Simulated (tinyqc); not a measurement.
# Anisotropic wet etching of Si(100): plane rates, V-grooves, membranes and undercut, step by step

A worked calculation. Computed by tinyqc, a small Python program that keeps every step. Command: `OMP_NUM_THREADS=1 python tinyqc.py 3011962 3011963 out.jsonl wetetch walk`. One thread of a shared host (Intel(R) Xeon(R) Processor @ 2.30GHz), about 0.01 s of CPU time with the checks. Intermediate numbers are printed to about 6 digits and carried at full precision; extremes and crossings named in words are read from the listed rows.

A long slot opens the mask on a (100) wafer. The floor etches at R100; (111) walls stand at theta = arctan(sqrt2) = 54.7356 degrees to the surface and recede at R111 along their normal.

Inputs (values chosen for the exercise, close to those used for tetramethylammonium hydroxide solutions):
```
quantity                                                                    value     unit
prefactor k0 of the (100) rate                                            6.2e+08   um/min
activation energy of (100), E                                               0.622       eV
ratio (100)/(111) at 80 C                                                      16        -
extra energy of (111), dE                                                   0.069       eV
ratio (100)/oxide at 80 C                                                    2200        -
extra energy of the oxide, dE_ox                                             0.25       eV
corner undercut rate over (100) rate, c                                       1.9        -
bath temperature T                                                             50        C
width w (mask opening along <110>, or membrane width in the design step)       32       um
misalignment of the mask                                                        2  degrees
etch time t                                                                   4.1      min
wafer thickness d                                                             525       um
membrane thickness wanted                                                      29       um
```

Constants: k_B = 8.617333262e-05 eV/K.

## Rates

R100 = k0 exp(-E/(k_B T)); a ratio given at 80 C scales as exp[(extra energy/k_B)(1/T - 1/353.15 K)]; R111 and R_ox follow by division. Temperatures in kelvin are T(C) + 273.15.

R100 = 0.123542 um/min

R111 = 0.00625573 um/min

R_ox = 2.61924e-05 um/min

anisotropy R100/R111 = 19.7485

## Shape after the time t

A misaligned edge exposes ledges and adds R100 sin(misalignment) to the lateral rate (a simple estimate): u = R111/sin(theta) + R100 sin(misalignment). Top width W = w + 2 u t; floor width b = W - 2 z/tan(theta) = W - sqrt2 z. The floor lasts until b = 0, at t_V = w/(sqrt2 R100 - 2u); depth z = R100 t before t_V and W/sqrt2 after.

lateral rate u = 0.0119732 um/min

time t_V to close the V = 212.247 min

top width W = 32.0982 um

depth z = 0.506520 um

floor width b = 31.3819 um

The floor remains; undercut per side is 0.0491 um, 9.69 % of the depth.

## Designing a membrane from the back side

Etch depth d - membrane, time = depth/R100; for a membrane as wide as w the opening must be w + sqrt2 depth - 2 u time; oxide mask consumed R_ox x time; a 1 K error changes the depth by the fraction E/(k_B T^2); a convex mask corner, such as that of a mesa, would retreat by c x depth.

time to reach the membrane = 4014.84 min

opening needed = 637.309 um

oxide consumed = 105.159 nm

depth error per kelvin = 34.2839 um

retreat of a convex corner = 942.4 um

The error per kelvin is 118 % of the membrane, so a timed etch cannot hold it and an etch stop is needed. A corner retreat larger than the depth shows why mesas need compensation structures. Caution: the remaining silicon is too narrow for its thickness to act as a membrane. Caution: rates also depend on concentration, doping, additives and stirring, all held fixed here.

## Speed against selectivity over temperature

Each row etches to the depth d - membrane; undercut per side = (R111/sin(theta) + R100 sin(misalignment)) x time.

Etching to a fixed depth:
```
T (C)  R100 (um/min)  R100/R111  time (h)  undercut (um)  oxide consumed (nm)
30           0.02830    23.2557   292.081        43.4316               58.159
40           0.06054    21.3747   136.550        45.7304               78.947
50           0.12354    19.7485    66.914        48.0706              105.159
60           0.24154    18.3330    34.225        50.4456              137.682
70           0.45415    17.0929    18.203        52.8497              177.455
80           0.82390    16.0000    10.034        55.2772              225.455
90           1.44646    15.0316     5.715        57.7233              282.685
100          2.46397    14.1691     3.355        60.1832              350.172
```

From 30 to 100 C the time falls by a factor 87.1, while the oxide loss grows by 6.02 and the undercut by 1.39: the slower planes and the mask have the higher activation energies, so heat costs selectivity. Misalignment gives 17.3 um of the undercut at any T.

Checks made by the program: depth against time integration (relative difference below 1e-10).
